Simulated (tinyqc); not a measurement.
Mobility of a non-polar semiconductor in the relaxation-time approximation. Changing the longitudinal mass m_l. Computed by tinyqc, a small Python program. Command: `OMP_NUM_THREADS=1 python tinyqc.py 3023814 3023815 out.jsonl rta sweep`. One thread of a shared host (Intel(R) Xeon(R) Processor @ 2.30GHz), about 0.02 s of CPU time with the checks.

Each valley is treated as a sphere of mass m_d for states and rates, with one isotropic relaxation time; the conductivity mass m_c sets the current.

Inputs (values chosen for the exercise, for a model non-polar semiconductor):

| quantity | value | unit |
|---|---|---|
| transverse mass m_t | 0.078 | m_0 |
| equivalent valleys Z | 4 | - |
| non-parabolicity alpha | 0.33 | 1/eV |
| static permittivity eps_s | 12 | - |
| density rho | 6030 | kg/m^3 |
| sound velocity v_l | 5030 | m/s |
| acoustic deformation potential D_A | 9.8 | eV |
| phonon energy hbar w | 79.6 | meV |
| optical or intervalley deformation potential D_o | 4.9 | 1e8 eV/cm |
| final valleys Z_f | 3 | - |
| carrier density n | 6.4e+16 | 1/cm^3 |
| compensation ratio C | 0 | - |
| temperature T | 200 | K |
| neutral impurity density N_n | 5.2e+15 | 1/cm^3 |

Band: Kane. Impurity formula: Conwell-Weisskopf. Further scattering: neutral impurities.

Constants: k_B = 8.617333262e-05 eV/K; m_0 = 9.1093837015e-31 kg; e = 1.602176634e-19 C; hbar = 1.054571817e-34 J s; eps_0 = 8.8541878128e-12 F/m; k_B = 1.380649e-23 J/K; hbar = 6.582119569e-16 eV s.

Method:
- m_d = (m_l m_t^2)^(1/3); 1/m_c = (1/m_l + 2/m_t)/3; Hall mass factor A = 3 K_m (K_m + 2)/(2 K_m + 1)^2, K_m = m_l/m_t; N_I = n (1 + C)/(1 - C).
- Kane band: hbar^2 k^2/(2 m) = E (1 + alpha E), speed v = hbar k/(m (1 + 2 alpha E)), states per spin, volume and energy g(E) = m k (1 + 2 alpha E)/(2 pi^2 hbar^2); overlap factors are set to 1. Here m = m_d. Masses are multiplied by m_0 and all formulas are in SI units.
- The reduced Fermi level eta = E_F/(k_B T) solves n = 2 Z int g f dE with f = 1/(1 + exp(x - eta)) (Z = 1 unless valleys are given); screening length L_s = sqrt(eps_s eps_0 k_B T/(e^2 dn/deta)), dn/deta = 2 Z int g f (1 - f) dE.
- Integrals over x = E/(k_B T) use 160 Gauss-Legendre points in u = sqrt(x) from 0 to sqrt(max(eta, 0) + 32).
- Phonon occupation N_q = 1/(exp(hbar w/(k_B T)) - 1).
- Acoustic deformation potential (elastic, equipartition, absorption and emission together): 1/tau = 2 pi k_B T D_A^2 g(E)/(hbar rho v_l^2).
- Optical or intervalley deformation potential: 1/tau = (pi Z_f D_o^2/(rho w)) [N_q g(E + hbar w) + (N_q + 1) g(E - hbar w)], with g = 0 below the band edge.
- Each optical term is multiplied by (1 - f(E'))/(1 - f(E)), E' the final energy, for Pauli blocking.
- Singly charged impurities, momentum relaxation: 1/tau = N_I e^4 m (1 + 2 alpha E) Phi/(8 pi (eps_s eps_0)^2 hbar^3 k^3), with alpha = 0 for a parabolic band.
- Conwell-Weisskopf: Phi = ln(1 + y^2), y = 4 pi eps_s eps_0 E N_I^(-1/3)/e^2 (largest impact parameter N_I^(-1/3)/2).
- Neutral impurities (Erginsoy): 1/tau = 20 N_n a_B hbar/m, a_B = 4 pi eps_s eps_0 hbar^2/(m e^2).
- mu = (m_d/m_c) (2 Z e/(3 n k_B T)) int g v^2 tau f (1 - f) dE.
- Averages over x are split at the emission threshold x_0 = hbar w/(k_B T): 64 Gauss-Legendre points in sqrt(x) below it and 128 in sqrt(x - x_0) above it, up to x = max(eta, 0) + 32.
- Rates are added at each energy before the average. With <y> = int g v^2 y f (1 - f) dE: Hall factor r_H = A (3 n k_B T/(2 Z m_d)) <tau^2/(1 + 2 alpha E)>/<tau>^2 (alpha = 0 for a parabolic band); Hall mobility r_H mu; |S| = (k_B/e) (<x tau>/<tau> - eta); resistivity 1/(n e mu).

One run for each value:

| longitudinal mass m_l (m_0) | drift mobility mu (cm^2/(V s)) | density-of-states mass m_d (m_0) | conductivity mass m_c (m_0) | Hall mass factor A | Seebeck coefficient \|S\| (microvolt/K) |
|---|---|---|---|---|---|
| 0.078 | 6618.0 | 0.07800 | 0.07800 | 1.0000 | 503.76 |
| 0.110 | 6578.5 | 0.08747 | 0.08638 | 0.9885 | 518.51 |
| 0.160 | 6583.4 | 0.09911 | 0.09407 | 0.9576 | 533.62 |
| 0.230 | 6597.6 | 0.11185 | 0.10004 | 0.9202 | 547.26 |
| 0.320 | 6590.1 | 0.12487 | 0.10429 | 0.8864 | 558.84 |
| 0.460 | 6535.0 | 0.14092 | 0.10786 | 0.8535 | 570.79 |
| 0.660 | 6415.5 | 0.15894 | 0.11047 | 0.8267 | 582.00 |
| 0.940 | 6229.2 | 0.17883 | 0.11234 | 0.8062 | 592.52 |

What does the table show, and why?

Over the rows, drift mobility mu (cm^2/(V s)) lies between 6230 and 6620 without a single trend; density-of-states mass m_d (m_0) rises from 0.0780 to 0.179 (exponent d ln y / d ln x about 0.33 throughout); conductivity mass m_c (m_0) rises from 0.0780 to 0.112 (exponent d ln y / d ln x 0.30 between the first rows and 0.047 between the last). m_c stays below 1.5 m_t = 0.117 however large m_l gets, while m_d keeps growing as m_l^(1/3); A falls from 1 towards 3/4.

Caution (all rows): Erginsoy's formula holds for k a_B below about 0.5 and for dopants that stay neutral, which means low temperature; elsewhere it is only a rough constant rate.

Extremes, crossings and ranges named in words are read from the listed rows.
